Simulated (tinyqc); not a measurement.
# Trap density from two Hall measurements

Inverse problem. p-type body, charge-sheet picture, full ionisation (an idealisation for deep acceptors), Boltzmann statistics for free electrons. e = Ec - EF at the surface. psi = Eg - Vt ln(Nv/Na) - e; N_dep = sqrt(2 eps0 eps_r Na (psi - Vt)/q); n_f = sqrt(N_dep^2 + 2 eps0 eps_r Vt Nc exp(-e/Vt)/q) - N_dep; Vg = Vfb + psi + q (N_dep + n_t + n_f)/Cox, Cox = eps0 eox/tox. Find e and n_t at both points and the mean trap density between them.

Inputs (values chosen for the exercise); band and dielectric values close to those of 4H silicon carbide:

| symbol | value | unit | meaning |
|---|---|---|---|
| T | 475 | K | temperature |
| Eg | 3.2 | eV | band gap |
| eps_r | 9.51 |  | relative permittivity |
| Nc | 3.45e19 | cm^-3 | conduction-band density of states at T |
| Nv | 4.92e19 | cm^-3 | valence-band density of states at T |
| eox | 3.9 |  | relative permittivity of the insulator |
| tox | 66 | nm | insulator thickness |
| Na | 2.3e16 | cm^-3 | acceptor density |
| Vfb | -2.5 | V | flat-band voltage without trapped charge |

Constants: q = 1.602176634e-19 C, kB = 1.380649e-23 J/K, Vt = kB T/q, eps0 = 8.8541878128e-14 F/cm where lengths are in cm. Results are converted to the units shown.

Vg (V): [2.5917306, 2.9066446]
free sheet density from the Hall effect (cm^-2): [1.4846423e9, 1.4026787e10]

Solution. Each n_f fixes e; what the gate voltage holds beyond psi, N_dep and n_f is trapped; the difference quotient is the density, smeared over a few Vt.

e (eV): [0.3590, 0.2660]
n_t (cm^-2): [6.073e10, 1.063e11]
mean trap density = 4.899e11 cm^-2 eV^-1

Numbers from tinyqc (`OMP_NUM_THREADS=1 python tinyqc.py 2222119 2222120 out.jsonl`; about 0.02 s on one thread of a shared Intel Xeon 2.30GHz).
